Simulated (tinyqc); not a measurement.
Inside a calculation. Model: low-temperature mobility of a two-dimensional electron gas with static screening. Computed by tinyqc, a small Python program that keeps every step. Command: `OMP_NUM_THREADS=1 python tinyqc.py 3005818 3005819 out.jsonl twodeg walk`. One thread of a shared host (Intel(R) Xeon(R) Processor @ 2.30GHz), about 0.01 s of CPU time with the checks. Intermediate numbers are printed to about 5 digits and carried at full precision; extremes and crossings named in words are read from the listed rows.

One subband is filled, the gas is degenerate and scatters at the Fermi circle; one permittivity serves on both sides of the interface. All formulas are in SI units, masses times m_0. Piezoelectric and polar phonons are left out, and n_s is taken as set by a gate, independent of N_i.

Inputs (values chosen for the exercise, modelled on a strained silicon well):
```
quantity                                        value    unit
in-plane mass m                                 0.195     m_0
mass across the layer m_z                       0.913     m_0
permittivity eps                                 11.6       -
valley degeneracy g_v                               2       -
sheet density n_s                             1.1e+12  1/cm^2
depletion charge N_d                          7.3e+10  1/cm^2
roughness height Delta                           0.29      nm
correlation length Lambda                         1.3      nm
remote charge density N_i                     1.8e+12  1/cm^2
distance d of the charges from the interface       20      nm
density rho                                      2329  kg/m^3
sound velocity v_l                               8970     m/s
deformation potential D_A                         8.4      eV
temperature T                                     4.2       K
```

Wave function: Fang-Howard. Roughness spectrum: Gaussian.

Constants: m_0 = 9.1093837015e-31 kg; e = 1.602176634e-19 C; eps_0 = 8.8541878128e-12 F/m; hbar = 1.054571817e-34 J s; k_B = 1.380649e-23 J/K.

## Fermi circle, screening and layer thickness

k_F = sqrt(2 pi n_s/g_v); E_F = hbar^2 k_F^2/(2 m); q_TF = g_v m e^2/(2 pi eps eps_0 hbar^2); Fang-Howard parameter b = [12 m_z e^2 (N_d + 11 n_s/32)/(eps eps_0 hbar^2)]^(1/3), mean depth 3/b; effective field F = e (N_d + n_s/2)/(eps eps_0).

k_F = 0.18590 1/nm

E_F = 6.7520 meV

q_TF = 1.2707 1/nm

b = 1.0039 1/nm

mean depth = 2.9883 nm

effective field F = 0.097183 MV/cm

q_TF/(2 k_F) = 3.42: screening is strong for back-scattering.

## The integrands at a few angles

Form factors with u = q/b: screening G(q) = [1 + 9u/8 + 3u^2/8]/(1 + u)^3, remote charge P(q) = exp(-q d)/(1 + u)^3. Dielectric function eps(q) = 1 + q_TF G(q)/q, with q = 2 k_F sin(theta/2). Roughness: <|U|^2> = (e F)^2 S(q), S = pi Delta^2 Lambda^2 exp(-q^2 Lambda^2/4). Remote charges: <|U|^2> = N_i [e^2 P(q)/(2 eps eps_0 q)]^2. The last two columns are (m/(pi hbar^3)) <|U|^2>/eps(q)^2.

Integrands (1e9/(s rad)):
```
theta (degrees)  q (1/nm)        G  eps(q)   roughness  remote charges
5                 0.01622  0.97048  77.040  8.7924e-03      4.1221e+03
15                0.04853  0.91591  24.982  8.3539e-02      9.9697e+02
30                0.09623  0.84444  12.151  3.5211e-01      1.2191e+02
60                0.18590  0.73356   6.014  1.4220e+00      2.3070e+00
90                0.26290  0.65711   4.176  2.9065e+00      7.5475e-02
135               0.34349  0.59098   3.186  4.8908e+00      2.0880e-03
180               0.37179  0.57051   2.950  5.6575e+00      5.9172e-04
```

## Interface roughness

1/tau_t = (m/(pi hbar^3)) int_0^pi (1 - cos theta) <|U|^2>/eps(q)^2 dtheta; the quantum rate 1/tau_q drops the factor (1 - cos theta); 200 Gauss-Legendre points in s with theta = pi s^2, s from 0 to 1; mu = e tau_t/m.

tau_t, roughness = 74.240 ps

tau_q, roughness = 111.37 ps

roughness mobility = 6.6962e+05 cm^2/(V s)

tau_t/tau_q, roughness = 0.66659

k_F Lambda = 0.24: the roughness is short against the Fermi wavelength and scatters through large angles.

## Remote charges

The formulas are those given above.

tau_t, charges = 63.489 ps

tau_q, charges = 0.96845 ps

remote-charge mobility = 5.7264e+05 cm^2/(V s)

tau_t/tau_q, charges = 65.557

With D = d + 3/b = 23.0 nm, k_F D = 4.27 and q_TF D = 29.21. When both are large, only small angles survive the factor exp(-2 q D) and tau_t/tau_q tends to (2 k_F D)^2, here 73.0, close to the computed ratio.

## Acoustic phonons

Unscreened deformation potential in equipartition: 1/tau = m D_A^2 k_B T I/(rho v_l^2 hbar^3), I = int |psi|^4 dz = 3 b/16 for the Fang-Howard function (used for both wave-function options); mu = e tau/m. Bloch-Grueneisen temperature T_BG = 2 hbar v_l k_F/k_B.

acoustic mobility = 5.6446e+05 cm^2/(V s)

T_BG = 25.473 K

Caution: T is below the Bloch-Grueneisen temperature T_BG, so equipartition fails: the acoustic mobility is only a lower bound and the acoustic share of 1/mu is overstated.

## All together

At the Fermi circle the rates add, so 1/mu is the sum; sheet resistance 1/(n_s e mu); mean free path hbar k_F mu/e; the quantum time adds the rates 1/tau_q, with the isotropic acoustic rate e/(m mu).

Mobilities:
```
process           mu (cm^2/(V s))  share of 1/mu (%)
roughness              6.6962e+05             29.801
remote charges         5.7264e+05             34.847
acoustic phonons       5.6446e+05             35.352
```

mobility mu = 1.9955e+05 cm^2/(V s)

sheet resistance = 28.434 ohm

mean free path = 2441.7 nm

Dingle ratio tau_t/tau_q = 23.397

The largest single share of 1/mu (35 %) belongs to acoustic phonons: disorder is weak enough for lattice vibrations to show. The Dingle ratio of 23.4 marks small-angle scattering by a smooth potential.

Checks made by the program: angular integral against adaptive quadrature (relative difference below 1e-10).
